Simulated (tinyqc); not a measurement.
# Off-state leakage of single and stacked transistors: effects of single changes

n-channel devices of unit width. Subthreshold current I(Vg, Vs, Vd) = I0 (T/300 K)^0.5 exp[(Vg - Vs - VT(T) - gb (Vs - Vb) + dd (Vd - Vs))/(nf Vt)] (1 - exp(-(Vd - Vs)/Vt)), VT(T) = VT - cT (T - 300 K). Gate-edge tunnelling Ig (Vd/1 V) exp(ag (Vd - 1 V)), for a gate at 0 V, and band-to-band leakage Ab u exp(-Bb/u), u = Vd - Vb + 1 V, flow at a drain held at V; both are taken as independent of T. In a stack of off transistors (all gates at 0 V) the same subthreshold current passes through each.

Values chosen for this exercise; values of the order met in bulk silicon logic transistors:
- T = 378 K (temperature)
- V = 0.9 V (supply voltage)
- VT = 0.38 V (threshold at 300 K, zero drain and body bias)
- cT = 0.6 mV/K (fall of the threshold with temperature)
- I0 = 0.15 uA/um (current at threshold at 300 K)
- nf = 1.45 (slope factor)
- dd = 0.12 (drain-induced lowering per volt)
- gb = 0.16 (rise of the threshold per volt of source-body bias)
- Ig = 6e-6 uA/um (gate-edge tunnelling current at 1 V)
- ag = 3.3 1/V (exponential slope of the gate current)
- Ab = 300 uA/(um V) (prefactor of band-to-band leakage at the drain)
- Bb = 25 V (its exponential voltage)
- Vb = 0 V (body voltage)

Constants: q = 1.602176634e-19 C, kB = 1.380649e-23 J/K, Vt = kB T/q. Results are converted to the units shown.

Each table varies one quantity; the others keep the values above.

## Subthreshold current against the height of the stack

All n gates at 0 V, bottom source at 0 V, top drain at V; node voltages follow from equal currents.

Subthreshold current against the height of the stack:

| n | I (nA/um) | reduction factor | drain voltage of the bottom device (mV) | source voltage of the top device (mV) | voltage across the top device (V) |
|---|---|---|---|---|---|
| 1 | 1.4307 | 1.0000 | 900.00 | 0 | 0.90000 |
| 2 | 0.16300 | 8.7776 | 80.154 | 80.154 | 0.81985 |
| 3 | 0.085250 | 16.783 | 25.938 | 104.07 | 0.79593 |
| 4 | 0.057796 | 24.755 | 15.678 | 118.41 | 0.78159 |
| 5 | 0.043746 | 32.706 | 11.267 | 128.69 | 0.77131 |
| 6 | 0.035203 | 40.643 | 8.8021 | 136.71 | 0.76329 |

What does the table show?

The second transistor cuts the current by a factor of 8.78, the third by a further 1.91 and the sixth by 1.24. The top device keeps 84.8 % of the supply at n = 6, while the drain voltage of the bottom one falls to 0.270 Vt.

## Leakage components against the body voltage

Same model as above.

One transistor with Vg = Vs = 0, Vd = V; stack factor I(one)/I(two in series).

The same in every row: gate edge (nA/um) = 0.003882; stack factor = 8.778.

Results:

| Vb (V) | subthreshold (nA/um) | band-to-band (nA/um) | total (nA/um) | largest part |
|---|---|---|---|---|
| 0.2 | 2.817 | 0.2094 | 3.030 | subthreshold |
| 0 | 1.431 | 1.100 | 2.535 | subthreshold |
| -0.2 | 0.7266 | 4.258 | 4.988 | band-to-band |
| -0.4 | 0.3690 | 13.13 | 13.50 | band-to-band |
| -0.6 | 0.1874 | 34.05 | 34.24 | band-to-band |
| -0.8 | 0.09519 | 77.13 | 77.23 | band-to-band |
| -1 | 0.04835 | 156.9 | 156.9 | band-to-band |
| -1.4 | 0.01247 | 507.6 | 507.6 | band-to-band |

Estimate the missing row, Vb = -1.2 V.

Computed row:

| Vb (V) | subthreshold (nA/um) | band-to-band (nA/um) | total (nA/um) | largest part |
|---|---|---|---|---|
| -1.2 | 0.02455 | 292.5 | 292.5 | band-to-band |

With this row back in the table: As Vb goes from 0.2 to -1.4, the total leakage goes from 3.03 through a minimum of 2.53 (at Vb = 0 among the rows listed) to 508 nA/um. The subthreshold part leads at Vb = 0.2, the band-to-band part from -0.2 on. The exact minimum lies at Vb = 0.0525 V: reverse body bias lowers the subthreshold part by a decade every nf Vt ln 10/gb = 0.680 V but raises the band-to-band part. The reduction by a stack of two stays at 8.78, for the subthreshold part alone. For Vb = 0.2 the body is forward biased; the junction current, left out, is still small at this voltage.

Computed by the program tinyqc: `OMP_NUM_THREADS=1 python tinyqc.py 2242162 2242163 out.jsonl`, one thread of a shared Intel Xeon 2.30GHz, about 0.04 s for the whole run.
